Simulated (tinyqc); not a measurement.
Hubbard chain of 6 sites, step by step. Computed by tinyqc, a small Python program that keeps every step. Settings: hopping = 1.17, U = 6.0, mixing = 1, iteration cap = 60. Command: `OMP_NUM_THREADS=1 python tinyqc.py 29531 29532 out.jsonl` (the two numbers bound the seeds that draw the settings). One thread of a shared host (Intel(R) Xeon(R) Processor @ 2.60GHz), about 0.2 s of CPU time with the checks. Later iterations appear only in the table of the cycle.

## Mean-field iteration 1

one-body matrix (hopping and site energies) (eV), lower triangle:
```
         1        2        3        4        5       6
1   0.0000
2  -1.1700   0.0000
3   0.0000  -1.1700   0.0000
4   0.0000   0.0000  -1.1700   0.0000
5   0.0000   0.0000   0.0000  -1.1700   0.0000
6   0.0000   0.0000   0.0000   0.0000  -1.1700  0.0000
```

U = 6.0000 eV

electrons, up and down: 3  3

mixing = 1

n(up) at the start (a guess, not normalised): 1 0.9500, 2 0.0500, 3 0.9500, 4 0.0500, 5 0.9500, 6 0.0500

n(down) at the start (a guess): 1 0.0500, 2 0.9500, 3 0.0500, 4 0.9500, 5 0.0500, 6 0.9500

H(up) = T + U n(down), H(down) = T + U n(up); fill the lowest levels; n(new) = n + mixing (n(out) - n); E = tr T (rho up + rho down) + U sum n_up n_down of the output.

levels, up (eV): -0.4256  -0.0690  0.2502  5.7498  6.0690  6.4256

levels, down (eV): -0.4256  -0.0690  0.2502  5.7498  6.0690  6.4256

energy = -2.2092 eV

n(up) after iteration 1: 1 0.9627, 2 0.0706, 3 0.9329, 4 0.0671, 5 0.9294, 6 0.0373

n(down) after iteration 1: 1 0.0373, 2 0.9294, 3 0.0671, 4 0.9329, 5 0.0706, 6 0.9627

## Mean-field iteration 2

As before.

levels, up (eV): -0.3636  -0.0375  0.2809  5.7191  6.0375  6.3636

levels, down (eV): -0.3636  -0.0375  0.2809  5.7191  6.0375  6.3636

energy = -2.2110 eV

n(up) after iteration 2: 1 0.9623, 2 0.0733, 3 0.9287, 4 0.0713, 5 0.9267, 6 0.0377

n(down) after iteration 2: 1 0.0377, 2 0.9267, 3 0.0713, 4 0.9287, 5 0.0733, 6 0.9623

## Mean-field iteration 3

As before.

levels, up (eV): -0.3500  -0.0296  0.2967  5.7033  6.0296  6.3500

levels, down (eV): -0.3500  -0.0296  0.2967  5.7033  6.0296  6.3500

energy = -2.2110 eV

n(up) after iteration 3: 1 0.9621, 2 0.0739, 3 0.9277, 4 0.0723, 5 0.9261, 6 0.0379

n(down) after iteration 3: 1 0.0379, 2 0.9261, 3 0.0723, 4 0.9277, 5 0.0739, 6 0.9621

## Convergence

Each step fills the lowest levels of T + U n(other spin) and sets n(new) = n + mixing (n(out) - n); stop when output and input agree to 1e-8.

Course of the cycle:
```
iteration     E (eV)  largest |n(out) - n(in)|  mean |n_up - n_down|
1          -2.209222                  2.06e-02                0.8833
2          -2.210959                  4.18e-03                0.8785
3          -2.211041                  9.27e-04                0.8773
4          -2.211045                  2.08e-04                0.8770
5          -2.211045                  4.74e-05                0.8770
6          -2.211045                  1.09e-05                0.8770
7          -2.211045                  2.50e-06                0.8770
8          -2.211045                  5.76e-07                0.8770
9          -2.211045                  1.33e-07                0.8770
10         -2.211045                  3.08e-08                0.8770
11         -2.211045                  7.12e-09                0.8770
```

local moments n_up - n_down: 1 0.9241, 2 -0.8518, 3 0.8550, 4 -0.8550, 5 0.8518, 6 -0.9241

Converged in 11 iterations. Before convergence this energy mixes input and output and is not variational, so it may rise towards its limit.

## Exact diagonalisation (400 states)

Lowest levels of the sector, and the double occupancy of the lowest state.

lowest levels (eV): -3.0101  -2.6178  -2.1665  -1.9947  -1.8507  -1.7263

double occupancy per site = 0.0655

The mean-field solution above lies 0.7991 eV above the exact energy.

## The lowest level by Lanczos steps

From a random start vector (not printed): a_j = <q_j|H|q_j>, b_j = norm of the remainder after orthogonalising; the Ritz value is the lowest eigenvalue of the tridiagonal matrix of a and b so far.

Lanczos:
```
j   a_j (eV)  b_j (eV)  lowest Ritz value (eV)
1     6.4613    5.6451                6.461277
2     7.3345    6.4849                1.235904
3     9.0617    6.9244               -1.058625
4     9.4512    5.7833               -2.211548
5     8.5094    5.3442               -2.662106
6     9.5807    6.3624               -2.811657
7     9.4760    6.7669               -2.886559
8     8.5109    5.2541               -2.952335
9     9.8236    5.3910               -2.985967
10    9.7800    6.0683               -2.997935
```
